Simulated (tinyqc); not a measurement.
# Worked calculation: tunnelling through a two-layer gate stack, WKB transmission and Tsu-Esaki current

Computed by the program tinyqc: `OMP_NUM_THREADS=1 python tinyqc.py 2540097 2540098 out.jsonl`, one thread of a shared Intel Xeon 2.30GHz, about 0.03 s for the whole run. Printed values are rounded.

Electrons leave the emitter at x = 0. Energies E (motion across the layers) are in eV from the emitter Fermi level; the collector Fermi level lies at -V and offers states at every E. No charge in the dielectric and no image force: F1 = V/(t1 + t2 eps1/eps2), F2 = F1 eps1/eps2; U = phi1 - F1 x in layer 1 and phi2 - F1 t1 - F2 (x - t1) in layer 2. With C = hbar^2/(2 m0), kappa = sqrt(m (U - E)/C) where U > E and 0 elsewhere; T(E) = exp(-S), S = 2 times the integral of kappa over x.

Parameters, values chosen for the exercise; layer 1 close to aluminium oxide, layer 2 close to hafnium oxide:

| symbol | value | unit | meaning |
|---|---|---|---|
| T | 400 | K | temperature |
| Ef | 0.16 | eV | Fermi energy of the emitter above its band bottom |
| me | 1 | m0 | emitter mass in the supply function |
| phi1 | 2.64 | eV | barrier of layer 1 above the emitter Fermi level at zero bias |
| m1 | 0.39 | m0 | tunnelling mass of layer 1 |
| t1 | 0.8 | nm | thickness of layer 1 |
| eps1 | 9.12 |  | relative permittivity of layer 1 |
| phi2 | 1.51 | eV | barrier of layer 2 at zero bias |
| m2 | 0.21 | m0 | tunnelling mass of layer 2 |
| t2 | 2.6 | nm | thickness of layer 2 |
| eps2 | 22 |  | relative permittivity of layer 2 |
| V | 0.7 | V | voltage across the dielectric |
| E | 0 | eV | energy of the electron followed |
| nc | 3 |  | cells in each layer |
| Ea | -0.16 | eV | lower end of the energy grid |
| Eb | 0.42 | eV | upper end of the energy grid |
| nE | 11 |  | points of the energy grid |

Constants: q = 1.602176634e-19 C, kB = 1.380649e-23 J/K, hbar = 1.054571817e-34 J s, m0 = 9.1093837015e-31 kg, Vt = kB T/q, hbar^2/(2 m0) = 0.0380998212 eV nm^2. Results are converted to the units shown.

## Fields and band edges

F1 = V/(t1 + t2 eps1/eps2), F2 = F1 eps1/eps2; U = phi1 - F1 x in layer 1 and phi2 - F1 t1 - F2 (x - t1) in layer 2. EOT = 3.9 (t1/eps1 + t2/eps2).

F1 = 3.727730 MV/cm
F2 = 1.545314 MV/cm
U at the end of layer 1 = 2.341782 eV
U at the start of layer 2 = 1.211782 eV
U at the end of layer 2 = 0.81 eV
EOT = 0.8030144 nm

## WKB exponent by the midpoint rule

Cut each layer into nc equal cells, take U and kappa at the cell centres, and sum S = 2 sum kappa h.

```
cell    x (nm)    U (eV)  kappa (1/nm)
0     0.133333  2.590297      5.149269
1     0.400000  2.490891      5.049498
2     0.666667  2.391485      4.947715
3     1.233333  1.144818      2.511981
4     2.100000  1.010891      2.360480
5     2.966667  0.876964      2.198563
```

S = 20.33457
T(E) = 1.475062e-9

## WKB exponent in closed form

Each layer adds (2/F) sqrt(m/C) [G(u at its left edge) - G(u at its right edge)] to S, with u = U - E (0 where negative) and G(u) = (2/3) u^1.5. The slope follows from 1/d = -dS/dE.

S = 20.33213
T(E) = 1.478652e-9
energy d over which T(E) grows by a factor e = 0.12946 eV

The midpoint rule gives S = 20.335, so its T(E) is 0.24 % below this value. The band edge stays above E through the whole stack: direct tunnelling through a trapezoid.

## Current density on a coarse energy grid

J = J0 times the integral of T(E) N(E) dE, N = ln[(1 + exp(-E/Vt))/(1 + exp((-E - V)/Vt))], J0 = q^2 me m0 kB T/(2 pi^2 hbar^3) (times 1e-4 for A/cm^2 per eV), by Simpson's rule on nE equally spaced points from Ea to Eb.

```
point      E (eV)          T(E)            N        T(E) N
0      -0.1600000  4.474505e-10     4.651401   2.081272e-9
1      -0.1020000  6.839777e-10     3.009715   2.058578e-9
2      -0.0440000   1.056012e-9     1.522586   1.607868e-9
3       0.0140000   1.648069e-9    0.5105485  8.414193e-10
4       0.0720000   2.602350e-9    0.1167461  3.038141e-10
5       0.1300000   4.162053e-9   0.02275732  9.471716e-11
6       0.1880000   6.750731e-9  0.004269498  2.882223e-11
7       0.2460000   1.112111e-8  7.949939e-4  8.841217e-12
8       0.3040000   1.864177e-8  1.478211e-4  2.755648e-12
9       0.3620000   3.186640e-8  2.747861e-5  8.756444e-13
10      0.4200000   5.570498e-8  5.107775e-6  2.845285e-13
```

J0 = 5.578210e8 A/(cm^2 eV)
J = 0.1939686 A/cm^2

The integrand peaks at E = -0.160 eV among these points. A converged quadrature from -Ef to above the barrier gives 0.1941 A/cm^2; this grid is 0.074 % below that.
